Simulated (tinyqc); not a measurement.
Which input was changed? Model: spin coating of a resist or spin-on film: centrifugal thinning, evaporation and the final thickness (Emslie and Meyerhofer models). Computed by tinyqc, a small Python program. Command: `OMP_NUM_THREADS=1 python tinyqc.py 3110218 3110219 out.jsonl spincoat which`. One thread of a shared host (Intel(R) Xeon(R) Processor @ 2.30GHz), about 1 s of CPU time with the checks.

A Newtonian film stays uniform over the wafer; solvent and solids have the same density and the concentration is uniform through the thickness.

Inputs (values chosen for the exercise, of the order of those of a polymer resist in an ester solvent):
```
quantity                                 value          unit
solids volume fraction c0                 0.28             -
kinematic viscosity of the solvent nu_s    2.2        mm^2/s
viscosity constant k                      1700        mm^2/s
viscosity exponent gamma                   3.4             -
spin speed f                              4000           rpm
evaporation rate at 1000 rpm e0          0.091  micrometre/s
starting thickness h0                      500    micrometre
wafer radius R                             100            mm
shrinkage in the bake                      8.9             %
```

Method:
- omega = 2 pi f/60; nu(c) = nu_s + k c^gamma; evaporation rate e = e0 sqrt(f/1000 rpm).
- Flow constant K = 2 omega^2/(3 nu(c0)); Reynolds number of the air omega R^2/nu_air with nu_air = 15 mm^2/s.
- Meyerhofer estimate: flow rules until (1 - c0) K h^3 = e, then evaporation alone: h_w = (e/((1 - c0) K))^(1/3), dry film c0 h_w.
- Full model for solids s and liquid l per area, h = s + l, c = s/h: ds/dt = -c Q, dl/dt = -(1 - c) Q - e, Q = 2 omega^2 h^3/(3 nu(c)); integrated adaptively (relative tolerance 1e-9) until l = 0.
- Dry film = s at l = 0, before the bake; film after the bake = s x (1 - shrinkage).

Task: One of these inputs alone was changed, within the range given: solids volume fraction c0 (0.14 to 0.5); spin speed f (2000 to 8000); evaporation rate at 1000 rpm e0 (0.0455 to 0.182); starting thickness h0 (250 to 1000). Which one, and to what value?

Results:
```
run     time to dry (s)  wet thickness h_w (micrometre)  dry film, estimate (nm)
before         19.55832                        3.761485                 1053.216
after          17.15647                        3.522954                  986.427
```

Result:

Each candidate set to reproduce time to dry, and what it then gives:
```
candidate                                        range searched  value needed  wet thickness h_w (micrometre)  dry film, estimate (nm)
solids volume fraction c0                           0.14 to 0.5        0.2340                          3.0797                    720.6
spin speed f (rpm)                                 2000 to 8000          4560                          3.5230                    986.4
evaporation rate at 1000 rpm e0 (micrometre/s)  0.0455 to 0.182        0.1108                          4.0162                   1124.5
starting thickness h0 (micrometre)                  250 to 1000  out of reach                               -                        -
```

Only spin speed f fits every result: it went from 4000 to 4560 rpm. The next best candidate, evaporation rate at 1000 rpm e0, misses one result by 14 %.

Caution: above a Reynolds number of about 3e5 the air flow near the rim turns turbulent, and evaporation is no longer uniform.
